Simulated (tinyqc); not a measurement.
Delta-doped layer in the Thomas-Fermi potential: one step. Estimate from a V-shaped well. Three cases, with inputs chosen for the exercise.

Task: Near z = 0 the well is -depth + e F0 |z|, whose levels are a (c (e F0)^2/m_z)^(1/3) with a = 1.018793 (even) and 2.338107 (odd); c = hbar^2/2m0, m_z = mz.

Constants: hbar^2/2m0 = 3.80998211 eV angstrom^2.

Case 1.

Values chosen (out of a larger set: near those of a delta-doped layer in Ge; not measured data): m3 = 0.222 m0 (density-of-states mass of a valley); mz = 0.116 m0 (mass along z).

e F0 = 0.04439488 eV/angstrom
depth = 0.421524 eV

Subbands:

| label | valleys g | m_d (m0) | E (eV) | rms z (angstrom) |
|---|---|---|---|---|
| 0 | 4 | 0.307115 | -0.155235 | 13.474 |
| 1 | 4 | 0.307115 | -0.005984 | 74.747 |

Case 2.

Values chosen (out of a larger set: near those of a delta-doped layer in GaAs; not measured data): m3 = 0.069 m0 (density-of-states mass of a valley); mz = 0.069 m0 (mass along z).

e F0 = 0.0008978499 eV/angstrom
depth = 0.060121 eV

Subbands:

| label | valleys g | m_d (m0) | E (eV) | rms z (angstrom) |
|---|---|---|---|---|
| 0 | 1 | 0.069000 | -0.032526 | 47.021 |
| 1 | 1 | 0.069000 | -0.009395 | 130.870 |
| 2 | 1 | 0.069000 | -0.003088 | 249.579 |
| 3 | 1 | 0.069000 | -0.000536 | 537.745 |

Case 3.

Values chosen (out of a larger set: near those of a delta-doped layer in Ge; not measured data): m3 = 0.214 m0 (density-of-states mass of a valley); mz = 0.124 m0 (mass along z).

e F0 = 0.004040107 eV/angstrom
depth = 0.063018 eV

Subbands:

| label | valleys g | m_d (m0) | E (eV) | rms z (angstrom) |
|---|---|---|---|---|
| 0 | 4 | 0.281132 | -0.016783 | 35.807 |

Give: levels 0 and 1.

Result:

Case 1.

levels 0 and 1 (eV): -0.0125  0.5173

Level 0 comes out 143 meV too high, since screening flattens the true well away from the plane, and level 1 lands above the rim at 0.

Case 2.

levels 0 and 1 (eV): -0.0240  0.0227

Level 0 comes out 9 meV too high, since screening flattens the true well away from the plane, and level 1 lands above the rim at 0.

Case 3.

levels 0 and 1 (eV): 0.0179  0.1227

Level 0 comes out 35 meV too high, since screening flattens the true well away from the plane, and both levels land above the rim at 0.

Computed by tinyqc, one run a case: `OMP_NUM_THREADS=1 python tinyqc.py N N+1 out.jsonl` with N = 1282221, 1282363, 1282702; one thread of a shared Intel(R) Xeon(R) Processor @ 2.30GHz, about 0.1 s a run at most.
